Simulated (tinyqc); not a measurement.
Thickness from the minima: X-ray reflectivity of a thin film on silicon: critical angles, Parratt recursion, fringes and roughness. Computed by tinyqc, a small Python program. Command: `OMP_NUM_THREADS=1 python tinyqc.py 3121397 3121398 out.jsonl xrr walk`. One thread of a shared host (Intel(R) Xeon(R) Processor @ 2.30GHz), about 0.01 s of CPU time with the checks.

n = 1 - delta + i beta; the classical electron radius is r_e = 2.8179403e-6 nm. Layer 0 is vacuum, 1 the film, 2 the substrate.

Inputs (values chosen for the exercise, modelled on SiO2 on silicon, copper K-alpha radiation):

| quantity | value | unit |
|---|---|---|
| wavelength lambda | 0.15406 | nm |
| film density rho | 2.19 | g/cm^3 |
| effective electrons per unit mass, film | 0.499 | mol/g |
| beta/delta, film | 0.013 | - |
| film thickness d | 52.8 | nm |
| roughness of the surface sigma_1 | 1.1 | nm |
| roughness of the interface sigma_2 | 0.69 | nm |
| substrate density | 2.33 | g/cm^3 |
| effective electrons per unit mass, substrate | 0.507 | mol/g |
| beta/delta, substrate | 0.023 | - |
| grazing angle theta | 2.44 | degrees |

Constants: N_A = 6.02214076e+23 1/mol.

Method:
- delta = r_e lambda^2 rho_e/(2 pi), rho_e = density x electrons per mass x N_A; critical angle sqrt(2 delta), q_c = 4 sqrt(pi r_e rho_e).
- k_j = (2 pi/lambda) sqrt(sin^2 theta - 2 delta_j + 2 i beta_j); r_ij = (k_i - k_j)/(k_i + k_j) x exp(-2 k_i k_j sigma^2) (Nevot-Croce); r = (r_01 + r_12 p)/(1 + r_01 r_12 p), p = exp(2 i k_1 d); R = |r|^2.
- Far above the critical angle the period is d theta = lambda/(2 d), or 2 pi/d in q; the envelope runs between (|r_01| - |r_12 p|)^2 and (|r_01| + |r_12 p|)^2; contrast = 2 a b/(a^2 + b^2) with a = |r_01|, b = |r_12 p|; roughness factors on the amplitudes are about exp(-q^2 sigma^2/2).
- Minima of R theta^4 are located on 6001 points over 7.5 periods, from 1.15 times the larger critical angle. With refraction, sin^2(theta_m) = 2 delta + m^2 (lambda/(2 d))^2, m integer or half-integer; the first six minima are used, and the first order is the one that minimises the largest residual of the least-squares line plus the distance of its intercept from 2 delta. Without refraction, d = lambda/(2 x mean step of sin theta).

Constants:

| layer | rho_e (1/nm^3) | delta | beta | critical angle (degrees) | q_c (1/nm) |
|---|---|---|---|---|---|
| film | 658.106 | 7.00531e-06 | 9.10690e-08 | 0.214462 | 0.305315 |
| substrate | 711.402 | 7.57263e-06 | 1.74170e-07 | 0.222977 | 0.317437 |

period in theta = 0.0835889 degrees

Minima:

| order m | theta (degrees) | sin^2 theta |
|---|---|---|
| 2.5 | 0.30271 | 2.7913e-05 |
| 3.5 | 0.36613 | 4.0835e-05 |
| 4.5 | 0.43645 | 5.8026e-05 |
| 5.5 | 0.51085 | 7.9493e-05 |
| 6.5 | 0.58775 | 1.0523e-04 |
| 7.5 | 0.66632 | 1.3524e-04 |

d with refraction = 52.579 nm

d without refraction = 60.692 nm

What does the comparison show, and why?

Against d = 52.8 nm the errors are -0.42 % with and +14.95 % without refraction. The orders are half-integers, as r_01 and r_12 have the same sign for a film less dense than the substrate.

Extremes, crossings and ranges named in words are read from the listed rows.
